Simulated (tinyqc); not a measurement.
On-chip interconnect, size-dependent resistivity and RC delay: one step of the calculation.

A rectangular line between two neighbours and two ground planes. Surface and grain-boundary scattering are added to the bulk resistivity as corrections; capacitances are parallel-plate values without fringing; inductance is ignored.

Task. Resistivity, resistance and capacitance per length. Metal width x = wd - 2 tl, height y = AR wd - tl; grain boundaries (Mayadas-Shatzkes): al = (lam/(gr x)) Rg/(1 - Rg), g = 1/[1 - 3 al/2 + 3 al^2 - 3 al^3 ln(1 + 1/al)] - 1; surfaces (Fuchs-Sondheimer, thick limit): s = (3/8) lam (1 - ps)(1/x + 1/y); rho = rho0 (1 + g + s); r = rho/(x y); c = eps0 ek (2 wd/hd + 2 Mf AR wd/sp).

Parameters, values chosen for the exercise; metal values close to those of copper: bulk resistivity rho0 = 1.65 uohm cm; bulk mean free path lam = 40.6 nm; specular share of surface scattering ps = 0.1; reflection coefficient of grain boundaries Rg = 0.52; grain size over the metal width gr = 1; drawn line width wd = 20 nm; aspect ratio, height over width AR = 1.3; liner on both walls and the bottom, not conducting tl = 1.6 nm; space to the neighbouring lines sp = 30 nm; dielectric height to the planes above and below hd = 41 nm; relative permittivity of the dielectric ek = 2.2; Miller factor of the neighbours Mf = 2.

Constants: eps0 = 8.8541878128e-12 F/m. Results are converted to the units shown.

Wanted: x; y; al; g; s; rho; r; c.

Result.

x = 16.800 nm
y = 24.400 nm
al = 2.6181
g = 3.5464
s = 1.3772
rho = 9.7740 uohm cm
r = 238.44 ohm/um
c = 0.086532 fF/um

Range of the model: The metal width is under the mean free path, where the thick-limit surface term and the simple sum of corrections lose accuracy.

Computed by the program tinyqc: `OMP_NUM_THREADS=1 python tinyqc.py 2100008 2100009 out.jsonl`, one thread of a shared Intel Xeon 2.30GHz, about 0.01 s for the whole run.
